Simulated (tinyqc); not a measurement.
Speciation in dilute and buffered hydrofluoric acid, oxide etch rate and bath loading: one step, computed by the program tinyqc. Command: `OMP_NUM_THREADS=1 python tinyqc.py 3121301 3121302 out.jsonl hfetch walk`. One thread of a shared host (Intel(R) Xeon(R) Processor @ 2.30GHz), about 0.01 s of CPU time with the checks.

Concentrations stand for activities, NH4+ and Cl- are spectators, and water ionisation is neglected. H, F and HF2 denote the ions H+, F- and HF2-. The base temperature is 298 K.

Question. Etch rate. Rate = k_a ([HF] + 2 [H2F2]) + k_b [HF2], an empirical two-term form. Time = oxide/rate; a temperature error changes the rate by exp((E_a/k_B)(1/298 - 1/(298 + error))) - 1.

Inputs (values chosen for the exercise, of the order of those for thermal oxide at room temperature): rate constant of neutral HF k_a = 12 nm L/(min mol); rate constant of HF2 k_b = 60 nm L/(min mol); activation energy = 0.3 eV; temperature error = 1.8 K; oxide removed per wafer = 3 nm.

[HF] = 0.07304714 mol/L

[H2F2] = 0 mol/L

[HF2] = 6.886068e-04 mol/L

Constants: k_B = 8.617333262e-05 eV/K.

Give: etch rate; share of HF2 in the rate; etch time; rate change from the temperature error.

Answer.

etch rate = 0.9179 nm/min

share of HF2 in the rate = 4.501 %

etch time = 196.1 s

rate change from the temperature error = 7.266 %
